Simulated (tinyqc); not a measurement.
Oxidation of curved silicon (wires and holes): cylindrical Deal-Grove kinetics with stress-retarded reaction: one step, computed by the program tinyqc. Command: `OMP_NUM_THREADS=1 python tinyqc.py 3004563 3004564 out.jsonl wireox walk`. One thread of a shared host (Intel(R) Xeon(R) Processor @ 2.30GHz), about 0.01 s of CPU time with the checks.

Silicon fills r < a and oxide a < r < b. One volume of silicon gives 2.25 volumes of oxide, and the length is fixed.

Question. Rate at the start. Geometry: b^2 = b0^2 + 1.25 (a0^2 - a^2), b0 = a0 + x_i. Rate of oxide made per interface area: q = 1/[1/k + 2 a |ln(b/a)|/B], and |da/dt| = q/2.25. Reaction k = (B/A) exp(-sigma V_k/(k_B T)). New oxide pushes the old with radial speed u = 1.25 |da/dt| at r = a; the shear stress at radius r is s_c asinh(z a^2/r^2), z = 2 eta u/(a s_c) (Eyring flow), and the compressive normal stress at the interface is sigma = |int_a^b 2 s/r dr| = s_c |F(z) - F(z a^2/b^2)|, F(y) = int_0^y asinh(w)/w dw. q and sigma are solved together. 1 MPa angstrom^3 = 6.241509e-6 eV.

Inputs (values chosen for the exercise, close to those used for silicon in steam):
```
quantity                    value        unit
starting silicon radius a0     90          nm
starting oxide x_i              1          nm
critical shear stress s_c      92         MPa
activation volume V_k         9.1  angstrom^3
temperature T                 775           C
```

Shape: wire (convex).

B = 59841.22 nm^2/h

B/A = 19.10090 nm/h

low-stress viscosity eta = 6.382996e+18 Pa s

k_B T = 0.09032258 eV

Give: oxide radius b0; rate q without stress; normal stress sigma; factor on the reaction; rate q with stress.

Answer.

oxide radius b0 = 91 nm

rate q without stress = 19.09 nm/h

normal stress sigma = 32.51 MPa

factor on the reaction = 0.9798

rate q with stress = 18.70 nm/h
